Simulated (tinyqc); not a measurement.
Born-von Karman spring model of a cubic crystal with one atom per cell: one step, computed by the program tinyqc. Command: `OMP_NUM_THREADS=1 python tinyqc.py 3006582 3006583 out.jsonl springs walk`. One thread of a shared host (Intel(R) Xeon(R) Processor @ 2.30GHz), about 0.2 s of CPU time with the checks.

First neighbours lie at a/2 (1,1,0) (12 of them), second at a (1,0,0) (6), with all permutations and signs; the volume per atom is Omega = a^3/4. Two shells of springs match a real metal only roughly, above all at the zone boundary.

Task: Frequencies and polarisations. Diagonalise D. An eigenvalue lambda of D in eV/(angstrom^2 u) gives nu = 15.6333042 THz x sqrt(lambda). Eigenvectors are columns, with the largest component positive; the longitudinal weight is (e.q)^2/q^2.

Inputs (values chosen for the exercise, modelled on copper).

Lattice: fcc.

wave vector q (2 pi/a): 0.82  0.45  0

D(q) (eV/(angstrom^2 u)):
```
           x          y          z
x  0.1540366  0.0307794  0.0000000
y  0.0307794  0.0971766  0.0000000
z  0.0000000  0.0000000  0.1366966
```

Constants: nu for 1 eV/(angstrom^2 u) = 15.6333042 THz.

Give: eigenvalues; frequencies; polarisation vectors; longitudinal weights.

Result:

eigenvalues (eV/(angstrom^2 u)): 0.0837  0.1367  0.1675

frequencies (THz): 4.523  5.780  6.398

polarisation vectors:
```
   mode 1  mode 2  mode 3
x  -0.401   0.000   0.916
y   0.916   0.000   0.401
z   0.000   1.000   0.000
```

longitudinal weights: 0.0080  0.0000  0.9920

Mode 3 is the most longitudinal, with weight 0.99.
